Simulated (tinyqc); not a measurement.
Capillary instabilities by surface diffusion: grooving and agglomeration of films, edge retraction, wire break-up and smoothing of roughness: one step, computed by the program tinyqc.

Isotropic surface energy; shapes change by surface diffusion alone.

Question. Will grooves cut through? Groove angle beta: sin(beta) = gamma_b/(2 gamma). For circular grains of radius R with spherical caps the groove ends (measured from the mean surface) at the depth R g(beta), g = (2 - 3 cos beta + cos^3 beta)/(3 sin^3 beta). The film parts if R g(beta_s) > h.

Inputs (values chosen for the exercise, of the order of those of a nickel silicide film): surface energy gamma_s = 1.47 J/m^2; grain-boundary energy gamma_b = 0.46 J/m^2; film thickness h = 3.4 nm; grain radius R = 87 nm.

Grooves: at the surface only.

Give: beta_s; sum of g; critical R/h; final depth over h.

Answer.

beta_s = 9.002 degrees

sum of g = 0.03944

critical R/h = 25.36

final depth over h = 1.009

Given enough time, the grooves reach through: holes open at boundaries and, earlier, at triple junctions.
